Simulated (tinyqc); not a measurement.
Plane-wave Kohn-Sham cycle with exchange-only LDA in a layered model solid, step by step. One step of it, computed by the program tinyqc.

Question. Iteration 2: Hamiltonian at one k. H(m,m') = (k + G_m)^2/2 delta + V(G_m - G_m'), with V(-G) = V(G).

A solid whose potential varies along x alone (atomic units):
```
parameter,value
period a,10.900000
cross-section of the cell,22.000000
electrons per cell,2
grid points,16
"plane waves -n..n, n",3
k points,3
V1 in V1 cos(2 pi x/a),-0.150000
```

V(G_m), m = 0, 1, 2, ... (hartree): -0.195226  0.002425  0.003062  0.000421  0.000064  -0.000003  -0.000001

k = 0.000000 2 pi / a

Give: H.

Answer.

H (hartree):
```
,-3,-2,-1,+0,+1,+2,+3
-3,1.300,0.002,0.003,0.000,0.000,0.000,0.000
-2,0.002,0.469,0.002,0.003,0.000,0.000,0.000
-1,0.003,0.002,-0.029,0.002,0.003,0.000,0.000
+0,0.000,0.003,0.002,-0.195,0.002,0.003,0.000
+1,0.000,0.000,0.003,0.002,-0.029,0.002,0.003
+2,0.000,0.000,0.000,0.003,0.002,0.469,0.002
+3,0.000,0.000,0.000,0.000,0.003,0.002,1.300
```
